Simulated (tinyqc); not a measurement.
MOSFET in the linear regime without short-channel effects, parameter extraction from computed curves: one step of the calculation.

Inversion charge Q = Cox n Vt W0(exp((Vg - VT)/(n Vt))), W0 the Lambert function and n = nf; u = Q/Cox; mobility mu = mu0/(1 + th1 u + th2 u^2); channel resistance Rch = (L - dL)/(W mu Q); Id = Vd/(Rch + Rsd/W). Cox = eps0 eox/tox. Small Vd, no channel-length or drain effects.

Problem. Threshold and mobility at the peak transconductance. gm_i = (Id_(i+1) - Id_(i-1))/(Vg_(i+1) - Vg_(i-1)); at the point j of largest gm the tangent meets the axis at V_ext = Vg_j - Id_j/gm_j; field-effect mobility gm_j L/(W Cox Vd) with the drawn L.

Inputs (values chosen for the exercise); channel values of the order met in silicon transistors: relative permittivity of the gate insulator (close to silicon dioxide) eox = 3.9; insulator thickness tox = 1.3 nm; low-field mobility mu0 = 85 cm^2/(V s); threshold voltage VT = 0.43 V; gate width W = 1 um; drawn gate length L = 0.89 um; drawn less effective length dL = 0.014 um; drain voltage Vd = 0.02 V.

Constants: eps0 = 8.8541878128e-14 F/cm where lengths are in cm. Results are converted to the units shown.

```
point  Vg (V)       Id (uA)
0        0.23  8.8670284e-4
1        0.33   0.012244104
2        0.43    0.10714740
3        0.53    0.36281996
4        0.63    0.68917503
5        0.73     1.0192072
6        0.83     1.3315628
7        0.93     1.6206127
8        1.03     1.8859367
9        1.13     2.1289080
10       1.23     2.3514596
```

Give: gm; j; V_ext; field-effect mobility.

Solution.

gm, point 1 to 9 (uS): 0.5313  1.753  2.910  3.282  3.212  3.007  2.772  2.541  2.328
j = 4
V_ext = 0.4200 V
field-effect mobility = 54.98 cm^2/(V s)

V_ext is 10 mV below the model VT, and the mobility so found is 36 % below mu0 L/(L - dL) = 86.4 cm^2/(V s), the value for the drawn L; attenuation, series resistance and the slow approach of Q to a straight line all lower the peak gm.

Numbers from tinyqc (`OMP_NUM_THREADS=1 python tinyqc.py 2210021 2210022 out.jsonl`; about 0.01 s on one thread of a shared Intel Xeon 2.30GHz).
